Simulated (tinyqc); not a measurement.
Deep trap from a strong local potential in a two-band host (Koster-Slater model with semi-elliptic bands): one step, computed by the program tinyqc.

The valence band spans -2 W_v to 0 and the conduction band E_g to E_g + 2 W_c. The orbital at the impurity site has weight f_v in the valence band and 1 - f_v in the conduction band, each spread as a semi-ellipse (2/(pi W^2)) sqrt(W^2 - x^2) about the band centre. The impurity adds U to this orbital. Spin is left out.

Problem. The same problem as a small matrix. Each band is replaced by n levels e_k = centre + W cos(k pi/(n + 1)) with weights w_k = f (2/(n + 1)) sin^2(k pi/(n + 1)), k = 1..n (valence first); H_kl = e_k delta_kl + U sqrt(w_k w_l).

Inputs (values chosen for the exercise, with a gap close to that of silicon):

| quantity | value | unit |
|---|---|---|
| gap E_g | 1.14 | eV |
| half-width of the valence band W_v | 5.4 | eV |
| half-width of the conduction band W_c | 4.4 | eV |
| valence weight f_v of the site orbital | 0.6 | - |
| impurity potential U | -30.9 | eV |
| levels per band n | 2 | - |

Impurity: attractive, donor-like.

Give: host levels e_k; weights w_k; H.

Solution.

host levels e_k (eV): -2.70  -8.10  7.74  3.34

weights w_k: 0.3  0.3  0.2  0.2

H (eV):
```
         1        2       3       4
1  -11.970   -9.270  -7.569  -7.569
2   -9.270  -17.370  -7.569  -7.569
3   -7.569   -7.569   1.560  -6.180
4   -7.569   -7.569  -6.180  -2.840
```
